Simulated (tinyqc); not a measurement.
# Trench capacitor in an array: capacitance, non-linearity, leakage and relaxation: several studies

A film between two metal electrodes, each interface adding a series capacitance ci. The small-signal permittivity is ek (1 + aq E^2); the field is found with the linear permittivity. Leakage J = J0 sinh(E/Ef). After a voltage step the film passes a relaxation current kr C V tt^(-nr), tt being the time in seconds. The sidewall is a coaxial capacitor with radii a = dm/2 - t and b = dm/2, depth AR dm; the end face is left out.

Inputs (values chosen for the exercise); permittivity of the order of that of strontium titanate:
```
symbol,value,unit,meaning
ek,145,,relative permittivity of the film
t,26,nm,film thickness
ci,66,uF/cm^2,capacitance of each electrode interface (dead layer and screening)
aq,-0.04,cm^2/MV^2,quadratic field coefficient of the permittivity
V,1.1,V,bias
nr,0.93,,exponent of the relaxation current
kr,0.0053,,strength of the relaxation
J0,1e-11,A/cm^2,leakage prefactor
Ef,0.45,MV/cm,field for an e-fold rise of the leakage
dm,210,nm,diameter of the hole
AR,10,,"aspect ratio, depth over diameter"
pt,410,nm,pitch of the square array
rho,200,uohm cm,resistivity of the inner electrode
t0,1e-8,s,duration of the write pulse
```

Constants: eps0 = 8.8541878128e-14 F/cm where lengths are in cm. Results are converted to the units shown.

Each table varies one quantity; the others keep the values above.

## Capacitance, non-linearity and leakage against thickness

Planar film: Cf = eps0 ek/t, 1/C = 1/Cf + 2/ci, EOT = 3.9 eps0/C, effective permittivity C t/eps0, E = (V/t) C/Cf; quadratic coefficient [C(V)/C - 1]/V^2 with Cf (1 + aq E^2) in C(V).

Result of one run:
```
t (nm),C (uF/cm^2),EOT (nm),effective permittivity,E (MV/cm),quadratic coefficient (ppm/V^2),J (A/cm^2)
10,9.243,0.3736,104.4,0.7919,-1.503e4,2.820e-11
```

What becomes of these results when the film thickness t is changed from 10 to 25 nm, all else the same?

Result of the changed run:
```
t (nm),C (uF/cm^2),EOT (nm),effective permittivity,E (MV/cm),quadratic coefficient (ppm/V^2),J (A/cm^2)
25,4.444,0.7771,125.5,0.3807,-4150,9.507e-12
```

The whole series:
```
t (nm),C (uF/cm^2),EOT (nm),effective permittivity,E (MV/cm),quadratic coefficient (ppm/V^2),J (A/cm^2)
5.5,13.67,0.2526,84.93,1.171,-2.719e4,6.716e-11
7.4,11.37,0.3037,95.04,0.9743,-2.084e4,4.300e-11
10,9.243,0.3736,104.4,0.7919,-1.503e4,2.820e-11
14,7.176,0.4812,113.5,0.6149,-9812,1.833e-11
18,5.865,0.5888,119.2,0.5025,-6876,1.364e-11
25,4.444,0.7771,125.5,0.3807,-4150,9.507e-12
33,3.480,0.9922,129.7,0.2982,-2630,7.122e-12
45,2.626,1.315,133.5,0.2250,-1541,5.211e-12
60,2.009,1.718,136.2,0.1722,-920.3,3.920e-12
```

C falls from 13.7 to 2.01 uF/cm^2 while the effective permittivity goes from 84.9 to 136 (ek = 145). EOT is a straight line in t with slope 3.9/ek = 0.0269 and intercept 0.105 nm. The quadratic coefficient goes as t^(-0.90) between the first two rows and t^(-1.79) between the last two (-2 without interfaces), and J falls by 1.23 decades.

## Cell against the film thickness

Per length 1/c = ln(b/a)/(2 pi eps0 ek) + (1/a + 1/b)/(2 pi ci); cell capacitance c AR dm; per footprint over pt^2; fields c V/(2 pi eps0 ek r) at r = a and b; resistance of the inner electrode rho AR dm/(pi a^2); time constant R C/3 of the distributed line.

Result of one run:
```
t (nm),cell capacitance (fF),per footprint (uF/cm^2),field at a (MV/cm),field at b (MV/cm),R (kohm),R C/3 (ps)
12,105.35,62.669,0.73555,0.65149,0.15457,5.4279
```

What becomes of these results when the film thickness t is changed from 12 to 29 nm, all else the same?

Result of the changed run:
```
t (nm),cell capacitance (fF),per footprint (uF/cm^2),field at a (MV/cm),field at b (MV/cm),R (kohm),R C/3 (ps)
29,46.115,27.433,0.39400,0.28518,0.23146,3.5579
```

The whole series:
```
t (nm),cell capacitance (fF),per footprint (uF/cm^2),field at a (MV/cm),field at b (MV/cm),R (kohm),R C/3 (ps)
8.7,135.28,80.479,0.91222,0.83664,0.14416,6.5009
12,105.35,62.669,0.73555,0.65149,0.15457,5.4279
16,82.351,48.989,0.60083,0.50928,0.16878,4.6330
21,63.967,38.053,0.49448,0.39559,0.18947,4.0399
29,46.115,27.433,0.39400,0.28518,0.23146,3.5579
39,33.066,19.671,0.32533,0.20449,0.30691,3.3828
52,22.926,13.638,0.28089,0.14178,0.47594,3.6371
```

As t goes from 8.7 to 52, the cell capacitance falls from 135 to 22.9 fF, the capacitance per footprint falls from 80.5 to 13.6 uF/cm^2, the ratio of the two fields rises from 1.09 to 1.98 and R C/3 goes from 6.50 through a minimum of 3.38 (at t = 39 among the rows listed) to 3.64 ps; the time constant goes as t^(-0.56) between the first two rows and t^(0.25) between the last two.

## Charge lost after writing

Planar film: Cf = eps0 ek/t, 1/C = 1/Cf + 2/ci, EOT = 3.9 eps0/C, effective permittivity C t/eps0, E = (V/t) C/Cf. A capacitor written for t0 and then left open loses, as a share of C V, kr (tt^(1 - nr) - t0^(1 - nr))/(1 - nr) by relaxation and J tt/(C V) by leakage; both are taken as small, and rows far outside that range are left out.

The same in every row: leakage current (nA/cm^2) = 0.009121.

Result of one run:
```
tt (s),relaxation current (nA/cm^2),loss by relaxation (%),loss by leakage (%),total loss (%)
100,0.3457,8.366,0.01930,8.385
```

What becomes of these results when the time since the start of the write pulse tt is changed from 100 to 0.001 s, all else the same?

Result of the changed run:
```
tt (s),relaxation current (nA/cm^2),loss by relaxation (%),loss by leakage (%),total loss (%)
0.001,1.544e4,2.583,1.930e-7,2.583
```

The whole series:
```
tt (s),relaxation current (nA/cm^2),loss by relaxation (%),loss by leakage (%),total loss (%)
1e-6,9.520e6,0.7932,1.930e-10,0.7932
1e-5,1.119e6,1.297,1.930e-9,1.297
0.0001,1.314e5,1.888,1.930e-8,1.888
0.001,1.544e4,2.583,1.930e-7,2.583
0.01,1814,3.400,1.930e-6,3.400
0.1,213.1,4.359,1.930e-5,4.359
1,25.04,5.486,1.930e-4,5.486
10,2.942,6.810,0.001930,6.812
100,0.3457,8.366,0.01930,8.385
1000,0.04061,10.19,0.1930,10.39
```

The two currents are equal at tt = 4980 s. The loss by relaxation grows from 0.793 to 10.2 %, by 0.503 points over the first decade and 1.83 over the last, while the loss by leakage grows tenfold a decade. Relaxation is the larger loss in every row.

tinyqc, about 0.01 s, one thread, Intel Xeon 2.30GHz (shared host): `OMP_NUM_THREADS=1 python tinyqc.py 2102086 2102087 out.jsonl`
